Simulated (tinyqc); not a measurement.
Chemical-mechanical planarisation: Preston law, pattern density and step-height reduction: one step, computed by the program tinyqc.

A row of 12 cells, repeated periodically, holds raised features that cover a share rho of each cell.

Problem. Blanket rate. With equal rotation speeds the relative speed is uniform, v = omega r_c; Preston rate R0 = K P v.

Inputs (values chosen for the exercise, close to those used for oxide polishing):
```
quantity                        value  unit
Preston coefficient K         6.1e-14  1/Pa
pressure P                         17   kPa
platen and carrier speed          110   rpm
distance between the centres       17    cm
```

Give: relative speed v; blanket rate R0.

Solution.

relative speed v = 1.958 m/s

blanket rate R0 = 2.031 nm/s
